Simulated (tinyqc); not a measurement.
Heisenberg spin cluster by exact diagonalisation: multiplets, susceptibility, level crossings: one step, computed by the program tinyqc.

H = J1 sum S_i.S_j over the bonds 1-2, 2-3 + J2 sum over 1-3 - g mu_B B S_z; J > 0 is antiferromagnetic.

Problem. The block with S_z = 0.5. Basis: products of m values. S_i.S_j = m_i m_j on the diagonal and (1/2) sqrt[s(s+1) - m_i(m_i+1)] sqrt[s(s+1) - m_j(m_j-1)], s the spin of a site, between states that differ by one flip up and one down.

Inputs (values chosen for the exercise, for a model cluster): exchange J1 = 0.849 meV; exchange J2 = 0.5 meV.

Cluster: triangle, two J1 bonds and one J2 bond. Spin s of each site: 0.5.

Give: H at B = 0.

Solution.

H at B = 0 (meV), rows +0.5 +0.5 -0.5, +0.5 -0.5 +0.5, -0.5 +0.5 +0.5:
```
[[-0.1250, 0.4245, 0.2500],
 [0.4245, -0.2995, 0.4245],
 [0.2500, 0.4245, -0.1250]]
```
